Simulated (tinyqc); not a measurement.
# Hot electrons in a saturated n-channel MOSFET, lucky-electron model: effects of single changes

Beyond pinch-off the lateral field grows as Esat cosh(y/l) over the velocity-saturated region (pseudo-two-dimensional model). Impact ionisation in this region gives the substrate current, which biases the body forward through Rsub. Currents are per width. Local-field laws: they overstate ionisation when the field peak is narrower than an energy relaxation length.

Values chosen for this exercise; values close to those of silicon n-channel devices: channel length L = 1.2 um; oxide thickness tox = 22 nm; junction depth xj = 370 nm; threshold VT = 0.56 V; effective mobility mu = 360 cm^2/(V s); saturation velocity vs = 7.6e6 cm/s; ionisation prefactor Ai = 2e6 1/cm; ionisation field Bi = 1.62 MV/cm; resistance of the lightly doped drain Rd = 200 ohm um; substrate resistance Rsub = 5500 ohm um; fall of VT per volt of forward body bias kb = 0.43; lifetime exponent m = 2.9; lifetime constant Hl = 3200 s uA/um; drain voltage Vd = 5.3 V; gate voltage Vg = 3.7 V.

Constants: eps0 = 8.8541878128e-14 F/cm where lengths are in cm. Results are converted to the units shown.

Each table varies one quantity; the others keep the values above.

## Effect of the resistance of the lightly doped drain

Cox = 3.9 eps0/tox, l = sqrt(3 tox xj), Esat = 2 vs/mu. Overdrive g = Vg - VT + kb Vb; Vdsat = g Esat L/(g + Esat L); Id = Cox vs (g - Vdsat); dV = Vd - Id Rd - Vdsat; Em = sqrt((dV/l)^2 + Esat^2); Isub = Id (Ai/Bi) l Em exp(-Bi/Em). Vb = Rsub Isub is solved self-consistently. Lifetime tau = (Hl/Id)(Isub/Id)^(-m); 1 year = 3.15576e7 s.

Result of one run:
```
Rd (ohm um)	Id (uA/um)	Em (MV/cm)	Isub (uA/um)	Isub/Id	tau (years)
0	143.38	0.21919	0.37399	0.0026084	21.983
```

What becomes of these results when the resistance of the lightly doped drain Rd is changed from 0 to 500 ohm um, all else the same?

Result of the changed run:
```
Rd (ohm um)	Id (uA/um)	Em (MV/cm)	Isub (uA/um)	Isub/Id	tau (years)
500	143.37	0.21469	0.31377	0.0021885	36.573
```

The whole series:
```
Rd (ohm um)	Id (uA/um)	Em (MV/cm)	Isub (uA/um)	Isub/Id	tau (years)
0	143.38	0.21919	0.37399	0.0026084	21.983
150	143.38	0.21784	0.35505	0.0024763	25.558
300	143.38	0.21649	0.33687	0.0023495	29.766
500	143.37	0.21469	0.31377	0.0021885	36.573
800	143.37	0.21200	0.28147	0.0019633	50.113
1200	143.36	0.20840	0.24254	0.0016918	77.159
1600	143.35	0.20481	0.20799	0.0014509	120.47
```

As Rd goes from 0 to 1600 ohm um, Em falls from 0.219 to 0.205 MV/cm, Isub falls from 0.374 to 0.208 uA/um and tau rises from 22.0 to 120 years. From the first row to the last, log10(tau) changes by 0.74: 0.74 from (Isub/Id)^(-m), which holds Em and l, and under 0.005 from 1/Id. The price is 0.229 V dropped over Rd in the last row.

## Effect of the oxide thickness

Same model as above.

Effect of the oxide thickness:
```
tox (nm)	Id (uA/um)	Em (MV/cm)	Isub (uA/um)	Isub/Id	tau (years)
12	264.0	0.2895	4.040	0.01530	0.07057
15	210.6	0.2606	1.744	0.008279	0.5253
19	166.1	0.2330	0.6631	0.003993	5.522
23	137.1	0.2129	0.2853	0.002080	44.30
29	108.7	0.1909	0.09469	8.709e-4	697.9
36	87.59	0.1725	0.03116	3.557e-4	1.162e4
44	71.66	0.1572	0.01030	1.438e-4	1.966e5
```

As tox goes from 12 to 44 nm, Em falls from 0.289 to 0.157 MV/cm, Isub falls from 4.04 to 0.0103 uA/um and tau rises from 0.0706 to 1.97e5 years. From the first row to the last, log10(tau) changes by 6.4: 5.9 from (Isub/Id)^(-m), which holds Em and l, and 0.57 from 1/Id. For tox = 36 to 44 nm tau is a far extrapolation that only says that hot carriers are no limit.

## Effect of the gate voltage

Same model as above.

Effect of the gate voltage:
```
Vg (V)	Id (uA/um)	Em (MV/cm)	Isub (uA/um)	Isub/Id	tau (years)
0.71	0.51491	0.33252	0.025298	0.049130	1.2286
1.28	10.706	0.30162	0.28962	0.027053	0.33342
1.86	31.714	0.27576	0.47401	0.014946	0.62900
2.43	60.203	0.25447	0.50796	0.0084375	1.7394
3	94.680	0.23633	0.45514	0.0048072	5.6534
3.58	134.60	0.22041	0.36785	0.0027328	20.456
4.15	177.65	0.20677	0.28041	0.0015784	76.145
4.73	224.62	0.19454	0.20381	9.0739e-4	299.92
5.3	273.33	0.18386	0.14450	5.2865e-4	1180.8
```

As Vg goes from 0.71 to 5.3 V, Em falls from 0.333 to 0.184 MV/cm, Isub goes from 0.0253 through a maximum of 0.508 (at Vg = 2.43 V among the rows listed) to 0.144 uA/um and tau goes from 1.23 through a minimum of 0.333 (at Vg = 1.28 V among the rows listed) to 1180 years. Id grows with Vg while the rising Vdsat lowers the field, hence the bell shape; the peak row has Vg/Vd = 0.46. At Vg = 5.3 V tau is a far extrapolation that only says that hot carriers are no limit.

Computed by the program tinyqc: `OMP_NUM_THREADS=1 python tinyqc.py 2550017 2550018 out.jsonl`, one thread of a shared Intel Xeon 2.30GHz, about 0.01 s for the whole run.
